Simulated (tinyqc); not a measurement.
Inside a calculation: defect, radiative and Auger recombination at equal electron and hole densities (ABC model). Values are carried at full precision from step to step, so a last printed digit may differ when a step is redone from the rounded ones.

J/(e d) = Ae n + B n^2 + C n^3 with Ae = A + 4 S/w (four side walls, carriers spread evenly), e = 1.602176634e-19 C, lengths in cm; internal efficiency IQE = B n^2/(Ae n + B n^2 + C n^3); all injected carriers recombine in the layer.

Values chosen for the exercise (orders of magnitude like those quoted for Si; the results hold for these values, not for the real material):
- A = 4600 1/s (defect rate)
- B = 3.9e-15 cm^3/s (radiative coefficient)
- C = 3e-30 cm^6/s (Auger coefficient)
- S = 0 cm/s (recombination velocity of the side walls)
- w = 3700 micrometre (side of the square mesa)
- d = 180000 nm (active thickness)
- J = 1.6 A/cm^2 (current density)
- ex = 0.6 (extraction efficiency)
- Eph = 1.11 eV (photon energy)

## The efficiency peak

IQE peaks at n_p = sqrt(Ae/C); with Q = B/sqrt(Ae C), IQE_max = Q/(Q + 2).

Ae = 4600 1/s
n_p = 3.916e+16 1/cm^3
Q = 0.03320
IQE_max = 0.0163
J at the peak = 1.06 A/cm^2

The side walls are taken as passivated.

## Carrier density at the given current

G = J/(e d). Newton steps from the smallest of G/Ae, sqrt(G/B) and (G/C)^(1/3); stop when the relative step is below 1e-9.

G = 5.548e+20 1/(cm^3 s)

Newton steps:
```
step  n (1/cm^3)   rate/G  relative step
1     5.6973e+16  1.49520          -0.14
2     4.8954e+16  1.05710         -0.024
3     4.7760e+16  1.00113       -0.00052
4     4.7736e+16  1.00000       -2.2e-07
5     4.7736e+16  1.00000       -3.8e-14
```

n = 4.774e+16 1/cm^3

The start is an upper bound and the function is convex, so the steps fall monotonically; 5 are needed.

## Shares, lifetimes and light

Shares of the three paths; lifetime n/G = 1/(Ae + B n + C n^2); differential lifetime 1/(Ae + 2 B n + 3 C n^2) and bandwidth 1/(2 pi tau_d); optical power density ex IQE J Eph/e.

shares: defect 0.3958, radiative 0.0160, Auger 0.5882

lifetime = 8.60e+04 ns
differential lifetime = 3.92e+04 ns
bandwidth = 0.00406 MHz
optical power density = 0.0171 W/cm^2

The Auger path is the largest; the device runs above its efficiency peak, where the defect and Auger shares are equal.

## Checks

- Density from Newton steps against bisection (1/cm^3): both 4.7736e+16.

(tinyqc, `OMP_NUM_THREADS=1 python tinyqc.py 1651721 1651722 out.jsonl`, Intel(R) Xeon(R) Processor @ 2.30GHz, 1 thread, shared host, about 0.01 s.)
